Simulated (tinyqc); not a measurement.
# Scale length and length offset from two DIBL values

Inverse problem. DIBL = exp(-Le/(2 l)) + 2 exp(-Le/l) with Le = L - dL. Find l, dL and the drawn length for a DIBL of 100 mV/V.

DIBL at drawn lengths 39 and 68 nm (mV/V): 75.632218  8.5493908

Answer. With e = exp(-Le/(2 l)), 2 e^2 + e = DIBL gives e and so Le/l at each length; Le/l is a straight line in L with slope 1/l.

l = 7.000 nm
dL = 1.100 nm
length for 100 mV/V = 35.54 nm

Program tinyqc, `OMP_NUM_THREADS=1 python tinyqc.py 2002188 2002189 out.jsonl`; Intel Xeon 2.30GHz, shared host, one thread, about 0.01 s.
